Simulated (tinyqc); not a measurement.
As the film thickens, and with more bath resistance: electroplating on a thin resistive seed layer: kinetics, Wagner number and the terminal effect across a wafer. Computed by tinyqc, a small Python program. Command: `OMP_NUM_THREADS=1 python tinyqc.py 3121270 3121271 out.jsonl terminal walk`. One thread of a shared host (Intel(R) Xeon(R) Processor @ 2.30GHz), about 0.02 s of CPU time with the checks.

Current enters the seed at the rim. The bath is treated as a local resistance per area (no lateral flow in the liquid), two electrons per ion, molar volume 7.11 cm^3/mol, Faraday constant F = e N_A, kinematic viscosity 0.01 cm^2/s, omega = 2 pi x rpm/60; k_B T/e is in volts.

Inputs (values chosen for the exercise, of the order of those for copper plating from an acid sulfate bath):
```
quantity                               value         unit
wafer radius R                            15           cm
seed thickness t                          90           nm
seed resistivity                          12  microohm cm
bath conductivity kappa                 0.14         S/cm
gap to the anode h                        11           cm
extra resistance of a porous plate         0     ohm cm^2
exchange current density i_0             1.7      mA/cm^2
cathodic transfer coefficient alpha     0.49            -
mean current density                     9.6      mA/cm^2
diffusivity of the metal ion         6.6e-06       cm^2/s
metal ion concentration                 0.36        mol/L
rotation rate                            200          rpm
temperature T                            298            K
```

Constants: e = 1.602176634e-19 C; N_A = 6.02214076e+23 1/mol; k_B = 8.617333262e-05 eV/K.

Method:
- Growth rate = i V_m/(2 F). Levich limit i_L = 0.62 x 2 F D^(2/3) omega^(1/2) nu^(-1/6) c. Tafel overpotential eta = (k_B T/(alpha e)) ln(i/i_0); kinetic resistance k_B T/(alpha e i); bath resistance h/kappa + plate; R_s = resistivity/t; Wagner number = kinetic resistance x kappa/R.
- Full model: seed potential phi(r) with (1/r)(r phi')' = R_s i, where i solves phi = R_b i + (k_B T/(alpha e)) ln(i/i_0) (phi being the driving voltage left at r); phi'(0) = 0 and phi'(R) = R_s i_mean R/2. Solved by collocation to a tolerance of 1e-7.
- The film is taken as uniform, with the seed resistivity; the last column adds 100 ohm cm^2 to R_b. Extra power of that plate = i^2 x 100 ohm cm^2 x area.

sheet resistance R_s = 1.33333 ohm/square

bath resistance R_b = 78.5714 ohm cm^2

Edge over centre:
```
thickness (nm)  R_s (ohm/square)  as given  with 100 ohm cm^2 more
90                        1.3333    2.1072                  1.4508
135                       0.8889    1.6881                  1.2906
180                       0.6667    1.4980                  1.2144
270                       0.4444    1.3202                  1.1405
450                       0.2667    1.1866                  1.0832
900                       0.1333    1.0913                  1.0412
1800                      0.0667    1.0451                  1.0205
```

extra power = 6.5144 W

What does the comparison show, and why?

The ratio falls below 1.1 from 900 nm on as given, and from 450 nm on with the added resistance: what counts is R_s R^2 against the sum of kinetic and bath resistance.
